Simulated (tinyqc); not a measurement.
Electron continuity equation in a given potential, Scharfetter-Gummel discretisation: three discretisations compared.

Steady state in one dimension: J = q mu n E + q D dn/dx with E = -dpsi/dx and D = mu Vt, dJ/dx = q (n/tau - G), fixed densities nL and nR at the ends. The potential is given, psi = U (x/L)^2, and is not changed by the electrons.

8 equal intervals. Fluxes J_i = (q D/h)(n_(i+1) P_i - n_i Q_i), d_i = (psi_(i+1) - psi_i)/Vt: Scharfetter-Gummel P = B(d), Q = B(-d), B(d) = d/(exp(d) - 1); central P = 1 - d/2, Q = 1 + d/2; upwind P = 1 + max(-d, 0), Q = 1 + max(d, 0). Balance at each inner node: J_i - J_(i-1) = q h (n_i/tau - G). The reference is Scharfetter-Gummel on 1600 intervals.

Inputs (values chosen for the exercise); mobility close to that of gallium nitride at room temperature: temperature T = 350 K; electron mobility mu = 1010 cm^2/(V s); length of the region L = 0.14 um; density at x = 0 nL = 2.5e13 cm^-3; density at x = L nR = 2.3e12 cm^-3; lifetime tau = 9e-13 s; uniform generation rate G = 0 cm^-3 s^-1; potential difference psi(L) - psi(0) U = 0.45 V.

Constants: q = 1.602176634e-19 C, kB = 1.380649e-23 J/K, Vt = kB T/q. Results are converted to the units shown.

Densities (cm^-3):

| node | Scharfetter-Gummel | central | upwind | reference |
|---|---|---|---|---|
| 0 | 2.5000e13 | 2.5000e13 | 2.5000e13 | 2.5000e13 |
| 1 | 1.4473e13 | 1.4571e13 | 1.4377e13 | 1.4418e13 |
| 2 | 9.4985e12 | 9.6155e12 | 9.5877e12 | 9.4285e12 |
| 3 | 6.7977e12 | 6.9035e12 | 6.9896e12 | 6.7249e12 |
| 4 | 5.1712e12 | 5.2588e12 | 5.4027e12 | 5.0995e12 |
| 5 | 4.1120e12 | 4.1833e12 | 4.3487e12 | 4.0426e12 |
| 6 | 3.3793e12 | 3.4253e12 | 3.5967e12 | 3.3127e12 |
| 7 | 2.8444e12 | 2.9403e12 | 2.9948e12 | 2.7822e12 |
| 8 | 2.3000e12 | 2.3000e12 | 2.3000e12 | 2.3000e12 |

What does the table show?

Largest errors as a share of the largest reference density listed: Scharfetter-Gummel 0.29 %, central 0.75 %, upwind 1.2 %. The largest |d| is 3.50. Upwinding stays positive but acts as if D were larger by the factor 1 + |d|/2, up to 2.75 here.

Range of the model: The drift velocity mu E exceeds 1e7 cm/s somewhere, where real mobilities no longer stay constant.

Program tinyqc, `OMP_NUM_THREADS=1 python tinyqc.py 2220114 2220115 out.jsonl`; Intel Xeon 2.30GHz, shared host, one thread, about 0.01 s.
